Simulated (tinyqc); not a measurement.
A periodic Ge profile (wiggle well): inter-valley coupling by envelope functions against a chain of atomic planes.

Chain: E(phi) = e0 + 2 v cos(phi) + 2 u cos(2 phi), cos(phi0) = -v/(4u), e0 = 2u + v^2/(4u); plane j = 0, 1, ... has the potential V_j = dE x_j + F (j - 30) a/4 (1 MV/m = 1e-4 V/angstrom). There are 30 barrier planes a side; with y = j - 29.5, x_j = xb (f(y) + f(Nw - y)), f(y) = 1/(1 + exp(y/L)), plus any Ge added in the well. The valley splitting is the spacing of the two lowest levels. Envelope theory: F_j solves a one-valley chain with hopping -b and diagonal 2b + V_j, b = 4u sin^2(phi0), sum F_j^2 = 1; the valleys couple by Dv = sum_j F_j^2 V_j exp(-2 i phi0 j) and split by 2|Dv|.

Inputs chosen for the exercise (near those of the Delta valleys of silicon in a SiGe well; the results hold for these values, not for the real material):
```
symbol  value  unit      meaning
a       5.431  angstrom  lattice constant; planes lie a/4 apart
u       0.59   eV        second-neighbour hopping
v       0.651  eV        nearest hopping
Nw      63               planes in the well
L       1      planes    interface width
xb      0.29             Ge fraction of the barriers
dE      0.62   eV        offset per unit Ge fraction
F       0      MV/m      field
xw      0.015            mean Ge fraction of the wiggle
```

periods (planes): pi/phi0 1.69791, pi/(pi - phi0) 2.43284

Added fraction xw (1 - cos(2 pi (j - 30)/p)) on the well planes; p = f times the resonant period pi/(pi - phi0). At resonance the estimate is dE xw.

Against period:
```
f     p (planes)  mean of the doublet (meV)  splitting, chain (micro-eV)  envelope
0.90      2.1896                      13.72                           50        50
0.95      2.3112                      13.14                         1573      1640
0.98      2.3842                      13.22                         6813      7457
0.99      2.4085                      13.59                         8439      8786
1.00      2.4328                      13.85                         9279      9259
1.01      2.4572                      13.64                         8603      8798
1.02      2.4815                      13.26                         7100      7560
1.05      2.5545                      13.01                         2388      2407
1.10      2.6761                      13.62                          221       209
1.50      3.6493                      13.83                            3         4
3.00      7.2985                      13.82                           10        10
```

What can be read from this table?

The splitting peaks at f = 1 with 9.28 meV, against the estimate dE xw = 9.30 meV, and is 0.73 and 0.77 of the value at f = 1 two per cent off to either side: the width of the resonance is set by the number of periods under the envelope. At f = 3 it is 10 micro-eV. The chain has one orbital a plane and knows only this resonance; longer periods that work through other bands are outside it.

Computed by tinyqc, a small Python program: `OMP_NUM_THREADS=1 python tinyqc.py 1451694 1451695 out.jsonl` (the numbers bound the seed that draws the inputs); one thread of a shared host (Intel(R) Xeon(R) Processor @ 2.30GHz), about 0.05 s for the whole set of steps.
